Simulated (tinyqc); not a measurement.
Landau-Devonshire theory of a uniaxial ferroelectric: one step, computed by the program tinyqc. Command: `OMP_NUM_THREADS=1 python tinyqc.py 3020448 3020449 out.jsonl ferro walk`. One thread of a shared host (Intel(R) Xeon(R) Processor @ 2.30GHz), about 0.01 s of CPU time with the checks.

G(P) = (alpha/2) P^2 + (beta*/4) P^4 + (gamma/6) P^6 - E P per volume, SI units, one domain, P along the polar axis, which is normal to the film.

Question. A capacitor with imperfect screening. Between shorted electrodes with screening length lambda each, the depolarising field is -k P, k = 2 lambda/(eps_0 (d + 2 lambda eps_b)), so alpha turns into alpha + k. Ps^2 = [-beta* + sqrt(beta*^2 - 4 alpha gamma)]/(2 gamma). The polar state is the lowest uniform state while alpha + k < 0 (beta* > 0) or < 3 beta*^2/(16 gamma) (beta* < 0); setting the equality gives the critical thickness d_c.

Inputs (values chosen for the exercise, modelled on barium titanate):
```
quantity                         value       unit
Curie-Weiss temperature T0         381          K
gamma                          1.7e+10  J m^9/C^6
temperature T                      297          K
film thickness d                    25         nm
screening length lambda         0.0031         nm
background permittivity eps_b        8          -
```

Sample: epitaxial film.

alpha = -1.289389e+08 J m/C^2

beta* = 5.327143e+08 J m^5/C^4

Constants: eps_0 = 8.8541878128e-12 F/m.

Give: depolarising coefficient k; polarisation of the film; size of the depolarising field; critical thickness d_c.

Answer.

depolarising coefficient k = 2.795e+07 J m/C^2

polarisation of the film = 25.10 microcoulomb/cm^2

size of the depolarising field = 7.015 MV/m

critical thickness d_c = 5.381 nm
